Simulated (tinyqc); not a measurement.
# Pull-up strength from the switching point

Problem. Transistor (EKV form, voltages against the body): I = 2 n b Vt^2 [F(vp - Vs) - F(vp - Vd)] from drain to source, F(v) = ln^2(1 + exp(v/(2 Vt))), vp = (Vg - VT + sg |Vd - Vs|)/n. n-channel bodies are at 0; for the p-channel device all voltages are counted down from Vdd. b in uA/V^2 gives I in uA. In an inverter In(Vg = Vd = VM) equals Ip at the switching point VM. Find bp and the current there.

Inputs (values chosen for the exercise):
- T = 300 K (temperature)
- Vdd = 1 V (supply voltage)
- n = 1.41 (slope factor)
- sg = 0.03 (drain-induced barrier lowering)
- VTn = 0.39 V (n-channel threshold)
- VTp = 0.43 V (p-channel threshold (magnitude))
- bn = 170 uA/V^2 (gain factor of the pull-down transistor)

Constants: q = 1.602176634e-19 C, kB = 1.380649e-23 J/K, Vt = kB T/q. Results are converted to the units shown.

VM = 0.473559952 V

Solution. Ip is proportional to bp, so bp is In(VM) over the p-channel current for unit b.

bp = 140 uA/V^2
current at VM = 0.793 uA

Computed by the program tinyqc: `OMP_NUM_THREADS=1 python tinyqc.py 2340165 2340166 out.jsonl`, one thread of a shared Intel Xeon 2.30GHz, about 0.05 s for the whole run.
